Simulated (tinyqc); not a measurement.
Ion-assisted plasma etching: sheath, surface coverage, synergy and aspect-ratio dependence. Changing the sticking coefficient s. Computed by tinyqc, a small Python program. Command: `OMP_NUM_THREADS=1 python tinyqc.py 3026583 3026584 out.jsonl etch sweep`. One thread of a shared host (Intel(R) Xeon(R) Processor @ 2.30GHz), about 0.01 s of CPU time with the checks.

Radicals adsorb on bare sites; ions remove covered sites with a high yield and bare sites by sputtering; a slow spontaneous reaction acts everywhere, walls included.

Inputs (values chosen for the exercise, close to those used for silicon in a halogen plasma): plasma density n_e = 7.1e+09 1/cm^3; electron temperature T_e = 4.9 eV; ion mass M_i = 35.5 u; sheath voltage V = 130 V; radical density n = 1e+14 1/cm^3; radical mass M_n = 35.5 u; gas temperature T_g = 300 K; radicals per removed unit x = 3; yield slope b = 0.39 eV^(-1/2); threshold E_th = 17 eV; sputter slope b_p = 0.021 eV^(-1/2); sputter threshold E_p = 32 eV; spontaneous reaction probability k_c = 0.0003; solid density N = 5e+22 1/cm^3; ion temperature T_i = 0.66 eV; aspect ratio A = 10.

Feature: long trench.

Constants: e = 1.602176634e-19 C; u = 1.6605390666e-27 kg; k_B = 1.380649e-23 J/K; eps_0 = 8.8541878128e-12 F/m.

Method:
- Bohm speed u_B = sqrt(e T_e/M_i); ion flux G_i = 0.61 n_e u_B; radical flux G_n = n c/4 with c = sqrt(8 k_B T_g/(pi M_n)).
- Debye length lambda_D = sqrt(eps_0 T_e/(e n_s)) with n_s = 0.61 n_e, T_e in volts; Child-law sheath d = (sqrt2/3) lambda_D (2 V/T_e)^(3/4); ion energy E = V + T_e/2; angular spread = arctan(sqrt(T_i/E)).
- Yields: Y = b (sqrt(E) - sqrt(E_th)) on covered sites, Y_p = b_p (sqrt(E) - sqrt(E_p)) on bare ones (zero below threshold).
- Steady coverage: s G_n (1 - theta) = x Y G_i theta; removal flux = Y G_i theta + Y_p G_i (1 - theta) + k_c G_n; rate = flux/N, 1 cm/s = 6e8 nm/min.
- Lateral rate = k_c G_n/N; anisotropy = 1 - lateral/vertical; synergy = vertical/(ions alone + radicals alone), with ions alone Y_p G_i/N and radicals alone the lateral rate.
- Transmission of a long trench, rough form: K = (1 + ln(1 + A))/(1 + A + ln(1 + A)), walls that scatter diffusely without loss. With a loss probability S = s (1 - theta) at the floor, G_b/G_n = K/(K + S - K S); theta follows G_b, and the two are solved together. Ions are taken to reach the floor unshadowed; G_b replaces G_n in every term of the rate; A is depth over width.

One run for each value:
```
sticking coefficient s  vertical rate (nm/min)  coverage theta  floor rate over open-field rate  G_b/G_n
0.010                                    28.96          0.4364                           0.9905   0.9836
0.019                                    37.27          0.5953                           0.9900   0.9776
0.037                                    44.91          0.7413                           0.9912   0.9720
0.072                                    50.48          0.8479                           0.9932   0.9679
0.140                                    54.02          0.9155                           0.9949   0.9653
0.270                                    56.05          0.9543                           0.9960   0.9638
0.520                                    57.17          0.9758                           0.9967   0.9629
1.000                                    57.77          0.9872                           0.9971   0.9625
```

Over the rows, vertical rate (nm/min) rises from 29.0 to 57.8 (exponent d ln y / d ln x 0.39 between the first rows and 0.016 between the last); coverage theta rises from 0.436 to 0.987 (exponent d ln y / d ln x 0.48 between the first rows and 0.018 between the last); floor rate over open-field rate goes from 0.990 through a minimum among these rows, 0.990 at 0.0190, to 0.997. A stickier floor draws the radical supply down, which adds lag, until the coverage saturates and the rate depends less on the supply.

Caution (all rows): a sheath of several millimetres is collisional at usual pressures, which lowers the ion energy and widens the angles. Caution (all rows): at this aspect ratio many ions strike the walls, so ion shadowing, left out here, adds to the lag. Caution (all rows): the trench transmission is an interpolation between the limits 1 and ln(A)/A, good to tens of per cent.

Extremes, crossings and ranges named in words are read from the listed rows.
